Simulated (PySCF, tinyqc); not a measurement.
Inside a calculation. Method: CISD on RHF in the sto-3g basis, for H3-, spin multiplicity 1. The basis has no diffuse functions, so it cannot describe the extra electron: this is an exercise in the method, not the real anion. The lowest restricted solution is unstable here: a spin-polarised one lies 0.0170 hartree lower (PySCF). One step of it, computed by the program tinyqc.

Problem. CISD: roots. Diagonalise (each vector has its largest component positive (the first on a tie)); all determinants have Ms = 0, so triplets appear too. The lowest singlet root is the correlation energy.

Occupation strings over the orbitals (2 doubly, a alpha, b beta, 0 empty; spin orbitals ordered 1a 1b 2a 2b ...): 220 2ab a2b 2ba b2a 202 ab2 ba2 022

H - E(HF) between determinants (hartree), lower triangle:
```
           220        2ab        a2b        2ba        b2a        202        ab2        ba2
220   0.000000
2ab   0.000000   0.207710
a2b   0.000000   0.000000   0.352292
2ba   0.000000  -0.160053   0.000001   0.207710
b2a   0.000000   0.000001  -0.160065   0.000000   0.352292
202   0.160053   0.000007   0.153267  -0.000007  -0.153267   0.576969
ab2   0.000001  -0.153267   0.000002   0.158213  -0.000003  -0.000005   0.571398
ba2  -0.000001   0.158213  -0.000003  -0.153267   0.000002   0.000005  -0.155003   0.571398
022   0.160065  -0.000003   0.002987   0.000003  -0.002987   0.155003   0.000002  -0.000002

          022
022  0.718469
```

Give: lowest roots of this matrix, relative to E(HF); lowest vectors; <S^2> of these roots; weight of the ground state by excitation level 0, 1, 2, ....

Solution.

lowest roots of this matrix, relative to E(HF) (hartree): -0.064  0.048  0.188  0.192  0.313  0.416  0.640  0.906

lowest vectors:
```
     root 1  root 2  root 3  root 4
220   0.957   0.000   0.000   0.000
2ab   0.000   0.707   0.612   0.000
a2b   0.063   0.000   0.000   0.707
2ba   0.000   0.707  -0.612   0.000
b2a  -0.063   0.000   0.000   0.707
202  -0.233   0.000   0.000   0.000
ab2   0.000  -0.009   0.354   0.000
ba2   0.000  -0.009  -0.354   0.000
022  -0.150   0.000   0.000   0.000
```

<S^2> of these roots: 0.000  2.000  0.000  2.000  0.000  2.000  0.000  0.000

weight of the ground state by excitation level 0, 1, 2, ...: 0.916  0.008  0.077

With one virtual orbital singles and doubles already span the full space.
